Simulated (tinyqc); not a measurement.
## Free and trapped electrons in a MOS channel with a dense trap tail: effect of the decay energy of the tail

p-type body, charge-sheet picture, full ionisation (an idealisation for deep acceptors), Boltzmann statistics for free electrons. e = Ec - EF at the surface. Acceptor-like traps of density D(E) = D0 + De exp(-E/Ew) at depth E below Ec, from 0 to Eu, hold n_t = integral of D(E)/(1 + exp((e - E)/Vt)). psi = Eg - Vt ln(Nv/Na) - e; N_dep = sqrt(2 eps0 eps_r Na (psi - Vt)/q); n_f = sqrt(N_dep^2 + 2 eps0 eps_r Vt Nc exp(-e/Vt)/q) - N_dep; Vg = Vfb + psi + q (N_dep + n_t + n_f)/Cox, Cox = eps0 eox/tox.

VT is the Vg for n_f = 1e11 cm^-2; swing ln 10 n_f/(dn_f/dVg) at n_f = 1e8 cm^-2; the last three columns are for Vg = VT + 6.2 V, with free share n_f/(n_f + n_t) and field-effect mobility mf q (dn_f/dVg)/Cox; there EF is near the band edge, where Boltzmann statistics are rough.

Values chosen for this exercise; band and dielectric values close to those of 4H silicon carbide:
- T = 300 K (temperature)
- Eg = 3.3 eV (band gap)
- eps_r = 9.65 (relative permittivity)
- Nc = 1.71e19 cm^-3 (conduction-band density of states at T)
- Nv = 2.51e19 cm^-3 (valence-band density of states at T)
- eox = 3.9 (relative permittivity of the insulator)
- tox = 77 nm (insulator thickness)
- Na = 5.1e16 cm^-3 (acceptor density)
- Vfb = -1.98 V (flat-band voltage without trapped charge)
- D0 = 7.3e10 cm^-2 eV^-1 (constant background density of acceptor-like traps)
- De = 5.2e12 cm^-2 eV^-1 (density of the tail at the conduction edge)
- Eu = 0.83 eV (depth below Ec down to which the traps reach)
- mf = 140 cm^2/(V s) (mobility of free electrons)

Constants: q = 1.602176634e-19 C, kB = 1.380649e-23 J/K, Vt = kB T/q, eps0 = 8.8541878128e-14 F/cm where lengths are in cm. Results are converted to the units shown.

Result of one run:
```
e at VT (eV)	VT (V)	q n_t/Cox at VT (V)	swing (mV/decade)	n_f (cm^-2)	free share (%)	field-effect mobility (cm^2/(V s))
0.07421	6.340	0.3034	123.9	1.696e12	90.29	135.8
```

Which decay energy of the tail Ew gave this result: 0.03, 0.07, 0.13, 0.15 or 0.17 eV?

Ew = 0.03 eV.

The whole series:
```
Ew (eV)	e at VT (eV)	VT (V)	q n_t/Cox at VT (V)	swing (mV/decade)	n_f (cm^-2)	free share (%)	field-effect mobility (cm^2/(V s))
0.03	0.07421	6.340	0.3034	123.9	1.696e12	90.29	135.8
0.05	0.07421	6.521	0.4839	133.8	1.653e12	85.66	134.9
0.07	0.07421	6.761	0.7245	159.7	1.623e12	81.25	134.3
0.09	0.07421	7.039	1.002	198.2	1.601e12	77.15	133.8
0.11	0.07421	7.339	1.303	243.2	1.585e12	73.39	133.5
0.13	0.07421	7.654	1.617	290.2	1.572e12	69.95	133.2
0.15	0.07421	7.975	1.939	336.6	1.562e12	66.83	133.0
0.17	0.07421	8.299	2.262	381.0	1.554e12	64.00	132.9
```

As Ew goes from 0.03 to 0.17, VT rises from 6.34 to 8.30 V, its part due to traps rises from 0.303 to 2.26 V, the swing rises from 124 to 381 mV/decade and the field-effect mobility falls from 136 to 133 cm^2/(V s).

tinyqc, about 0.02 s, one thread, Intel Xeon 2.30GHz (shared host): `OMP_NUM_THREADS=1 python tinyqc.py 2222121 2222122 out.jsonl`
